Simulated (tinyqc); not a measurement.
Diffused layer (Gaussian), carriers, mobility and sheet resistance: one step of the calculation.

A p-type layer from the surface x = 0 to the junction xj, N(x) = N0 exp(-(x/Ld)^2). Local neutrality (no depletion at surface or junction, no spilling of carriers), intrinsic carriers neglected, full ionisation of active dopants.

Task. Sheet quantities by the trapezoid rule. Dose = integral of N, carrier sheet density = integral of p, 1/Rs = q integral of p mu, mean mobility 1/(q Rs sheet density), Hall mobility (unit Hall factor) = integral of p mu^2 over integral of p mu, Hall sheet density = (integral of p mu)^2/integral of p mu^2; all from 0 to xj.

Constants: q = 1.602176634e-19 C. Results are converted to the units shown.

| point | x (nm) | N (cm^-3) | p (1e18 cm^-3) | mu (cm^2/(V s)) |
|---|---|---|---|---|
| 0 | 0.000000 | 4.7e18 | 4.6998800 | 85.493071 |
| 1 | 2.326439 | 4.4148996e18 | 4.4147796 | 87.251408 |
| 2 | 4.652879 | 3.6592305e18 | 3.6591105 | 92.929084 |
| 3 | 6.979318 | 2.6761143e18 | 2.6759943 | 103.83571 |
| 4 | 9.305757 | 1.7268933e18 | 1.7267733 | 122.45351 |
| 5 | 11.632196 | 9.8326895e17 | 0.9831489 | 152.61180 |
| 6 | 13.958636 | 4.9399788e17 | 0.4938779 | 198.64120 |
| 7 | 16.285075 | 2.1898976e17 | 0.2188698 | 261.68502 |
| 8 | 18.611514 | 8.5658110e16 | 0.0855381 | 333.57010 |
| 9 | 20.937953 | 2.9563723e16 | 0.0294437 | 397.23300 |
| 10 | 23.264393 | 9.0031756e15 | 0.0088832 | 439.96081 |
| 11 | 25.590832 | 2.4192362e15 | 0.0022992 | 462.30290 |
| 12 | 27.917271 | 5.7359688e14 | 0.0004536 | 471.81498 |
| 13 | 30.243711 | 1.2e14 | 0.0000000 | 475.14275 |

Find: dose; carrier sheet density; Rs; mean mobility; Hall mobility; Hall sheet density.

Result.

dose = 3.8737e12 cm^-2
carrier sheet density = 3.8733e12 cm^-2
Rs = 15189 ohm/square
mean mobility = 106.09 cm^2/(V s)
Hall mobility = 119.45 cm^2/(V s)
Hall sheet density = 3.4401e12 cm^-2

Carriers make up 100 % of the dose. A Hall measurement weights the mobile tail, so its sheet density is 11 % below the true one.

tinyqc, about 0.01 s, one thread, Intel Xeon 2.30GHz (shared host): `OMP_NUM_THREADS=1 python tinyqc.py 2110128 2110129 out.jsonl`
